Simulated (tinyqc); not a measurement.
Equilibrium and kinetic segregation of a solute to boundaries and growing surfaces: one step, computed by the program tinyqc.

Question. Depletion of small grains. With theta the solute fraction on boundary sites and x that in the grains, theta/(1 - theta) = [x/(1 - x)] exp[Q/(k_B T)]. Finite grains: boundary sites are the fraction f = 3 delta/d, and x0 = (1 - f) x + f theta; solve both equations for theta; share at boundaries = f theta/x0.

Inputs (values chosen for the exercise, modelled on phosphorus in polycrystalline silicon):

| quantity | value | unit |
|---|---|---|
| segregation energy Q | 0.436 | eV |
| total solute fraction x0 | 0.0004 | - |
| temperature T | 1225 | K |
| grain size d | 170 | nm |
| boundary thickness delta | 0.58 | nm |

Isotherm: Langmuir-McLean.

Constants: k_B = 8.617333262e-05 eV/K.

Give: site fraction f; coverage theta; fraction x left in the grains; share of solute at boundaries; enrichment theta/x.

Answer.

site fraction f = 0.010235

coverage theta = 0.015157

fraction x left in the grains = 2.4740e-04

share of solute at boundaries = 38.784 %

enrichment theta/x = 61.267
